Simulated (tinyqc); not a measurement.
# p-i-n power rectifier, conductivity modulation at high injection: what changes with what

A drift layer from x = -d to d (2 d = W) between ideal p+ and n+ emitters (no recombination in them). High injection, n = p, ambipolar diffusion with one lifetime; both mobilities scale as (T/300 K)^(-bt).

Parameters, values chosen for the exercise; bulk values close to those of silicon:

| symbol | value | unit | meaning |
|---|---|---|---|
| T | 300 | K | temperature |
| eps_r | 11.6 |  | relative permittivity |
| Kc | 4090 | V/cm per (cm^-3)^(1/8) | critical-field constant |
| BV | 1800 | V | rated breakdown voltage of the drift layer |
| mud | 1200 | cm^2/(V s) | drift mobility at 300 K |
| bt | 2.4 |  | temperature exponent of the drift mobility |
| mup | 423 | cm^2/(V s) | hole mobility at 300 K |
| Eg | 1.15 | eV | band gap |
| Nc | 2.8e19 | cm^-3 | conduction-band density of states at T |
| Nv | 2.65e19 | cm^-3 | valence-band density of states at T |
| J | 20 | A/cm^2 | forward current density |
| a | 300 | A/(cm^2 us) | ramp rate of the current at turn-off |
| tau | 6.2e-6 | s | high-level lifetime |

Constants: q = 1.602176634e-19 C, kB = 1.380649e-23 J/K, Vt = kB T/q, eps0 = 8.8541878128e-14 F/cm where lengths are in cm. Results are converted to the units shown.

Each table varies one quantity; the others keep the values above.

## Forward voltage and stored charge against the high-level lifetime

Triangular field at breakdown with Ec = Kc N^(1/8): BV = eps0 eps_r Ec^2/(2 q N), so N = (eps0 eps_r Kc^2/(2 q BV))^(4/3); W = 2 BV/Ec; mu = mud (T/300 K)^(-bt); rho = 1/(q mu N); ideal resistance rho W. Da = 2 mun mup Vt/(mun + mup), La = sqrt(Da tau), B = (mun - mup)/(mun + mup) with mun = mud (T/300 K)^(-bt), mup likewise; n(x) = (tau J/(2 q La)) [cosh(x/La)/sinh(d/La) - B sinh(x/La)/cosh(d/La)]. Ohmic drop: integral of J/(q (mun + mup) n); diffusion (Dember) drop Vt B ln(n(-d)/n(d)); both junctions together Vt ln(n(-d) n(d)/ni^2), ni = sqrt(Nc Nv) exp(-Eg/(2 Vt)), Eg in volts; V_F = the sum; stored charge q times the integral of n. Integrals on a fine grid. Peak reverse current if all stored charge left in a linear ramp without recombination (an upper bound): sqrt(2 a Q). Rows where n falls below the doping are left out.

The same in every row: J rho W (V) = 17.81.

Results:
```
tau (s),d/La,"drift drop, ohmic and diffusion (V)",junction drops (V),V_F (V),Q (uC/cm^2),sqrt(2 a Q) (A/cm^2),lowest n over N
5.2e-7,2.726,0.5023,0.7408,1.243,10.40,78.99,14.03
1.1e-6,1.874,0.1870,0.7632,0.9502,22.00,114.9,49.30
2.3e-6,1.296,0.08276,0.7896,0.8723,46.00,166.1,137.4
4.7e-6,0.9067,0.04020,0.8191,0.8594,94.00,237.5,330.2
9.8e-6,0.6279,0.01958,0.8525,0.8721,196.0,342.9,757.0
2e-5,0.4395,0.009752,0.8867,0.8965,400.0,489.9,1624
4.3e-5,0.2998,0.004588,0.9248,0.9293,860.0,718.3,3587
0.00019,0.1426,0.001048,1.000,1.002,3800,1510,1.616e4
```

Estimate the missing row, tau = 8.9e-5 s.

Computed row:
```
tau (s),d/La,"drift drop, ohmic and diffusion (V)",junction drops (V),V_F (V),Q (uC/cm^2),sqrt(2 a Q) (A/cm^2),lowest n over N
8.9e-5,0.2084,0.002231,0.9616,0.9639,1780,1033,7519
```

With this row back in the table: V_F goes from 1.24 through a minimum of 0.859 (at tau = 4.7e-6 among the rows listed) to 1.00 V; the drift drop falls from 0.502 to 0.00105 V and the junction drops rise from 0.741 to 1.00 V. The minimum falls at d/La = 0.91: a short lifetime starves the middle of the layer, a long one raises the edge densities and with them the junction drops. Where n exceeds a few 1e17 cm^-3, emitter and Auger recombination, left out here, lower n and change V_F.

## Forward voltage and stored charge against the rated breakdown voltage of the drift layer

Same model as above.

The same in every row: Q (uC/cm^2) = 124.0.

Forward voltage and stored charge against the rated breakdown voltage of the drift layer:
```
BV (V),d/La,"drift drop, ohmic and diffusion (V)",junction drops (V),V_F (V),sqrt(2 a Q) (A/cm^2),lowest n over N,J rho W (V)
450,0.1566,0.001264,0.9072,0.9085,272.8,417.9,0.5566
630,0.2320,0.002760,0.8874,0.8901,272.8,438.5,1.291
870,0.3380,0.005817,0.8689,0.8747,272.8,455.2,2.893
1200,0.4919,0.01216,0.8513,0.8635,272.8,464.6,6.463
1700,0.7385,0.02688,0.8340,0.8609,272.8,458.0,15.44
2300,1.051,0.05391,0.8213,0.8752,272.8,428.7,32.87
3200,1.545,0.1204,0.8112,0.9316,272.8,362.5,75.05
4500,2.299,0.3118,0.8058,1.118,272.8,254.2,176.0
```

V_F goes from 0.908 through a minimum of 0.861 (at BV = 1700 among the rows listed) to 1.12 V; the drift drop rises from 0.00126 to 0.312 V and the junction drops fall from 0.907 to 0.806 V. The unipolar drop J rho W is below V_F for BV up to 450.

Numbers from tinyqc (`OMP_NUM_THREADS=1 python tinyqc.py 2230071 2230072 out.jsonl`; about 0.01 s on one thread of a shared Intel Xeon 2.30GHz).
